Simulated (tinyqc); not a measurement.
Polycrystalline film, grain-boundary barriers (Seto model): effect of the temperature.

One-dimensional grains of size Lg with donors N; each boundary has Qt acceptor-like traps per area at one level Et below the band edge. Trapped electrons qt deplete a width w = qt/N (both sides together) and raise a barrier Vb = q N w^2/(8 eps0 eps_r). Current crosses the barriers by thermionic emission at small bias. Abrupt depletion, full ionisation, Boltzmann statistics.

Nc is given at 273 K and scales as (T/273 K)^1.5; mg and vc are fixed. Partly depleted grains: the density at the grain centre is n0 = N and qt = Qt/(1 + 2 (Nc/N) exp((Vb - Et)/Vt)). If that gives qt >= N Lg, the grains are fully depleted: qt = N Lg, w = Lg and n0 = 2 Nc exp((Vb - Et)/Vt)/(Qt/(N Lg) - 1). Resistivity: barriers rb = Vt exp(Vb/Vt)/(q n0 vc Lg), grain interior rg = (1 - w/Lg)/(q mg N); effective mobility 1/(q N (rb + rg)).

Parameters, values chosen for the exercise; values close to those of polycrystalline silicon:
- eps_r = 11.7 (relative permittivity of the semiconductor)
- Lg = 400 nm (grain size)
- Qt = 1.9e12 cm^-2 (trap density at a boundary)
- N = 3.2e17 cm^-3 (donor density)
- mg = 140 cm^2/(V s) (mobility inside a grain)
- vc = 3.6e6 cm/s (collection velocity at the barrier)
- Nc = 2.43e19 cm^-3 (conduction-band density of states at the reference temperature)
- Et = 0.44 eV (trap level below the band edge)

Constants: q = 1.602176634e-19 C, kB = 1.380649e-23 J/K, Vt = kB T/q, eps0 = 8.8541878128e-14 F/cm where lengths are in cm. Results are converted to the units shown.

The same in every row: n0 (cm^-3) = 3.200e17.

Effect of the temperature:
```
T (K)    w/Lg  Vb (V)  resistivity (ohm cm)
220    0.1483  0.2177                 249.5
250    0.1478  0.2163                 67.06
280    0.1466  0.2126                 22.08
310    0.1443  0.2060                 8.209
340    0.1410  0.1969                 3.406
370    0.1371  0.1859                 1.593
400    0.1326  0.1739                0.8467
430    0.1277  0.1613                0.5119
```

As T goes from 220 to 430 K, the barrier falls from 0.218 to 0.161 V and the resistivity falls from 249 to 0.512 ohm cm. The grains are fully depleted in 0 of the 8 rows. The activation energy between the first two rows is 0.208 eV.

Computed by the program tinyqc: `OMP_NUM_THREADS=1 python tinyqc.py 2610133 2610134 out.jsonl`, one thread of a shared Intel Xeon 2.30GHz, about 0.01 s for the whole run.
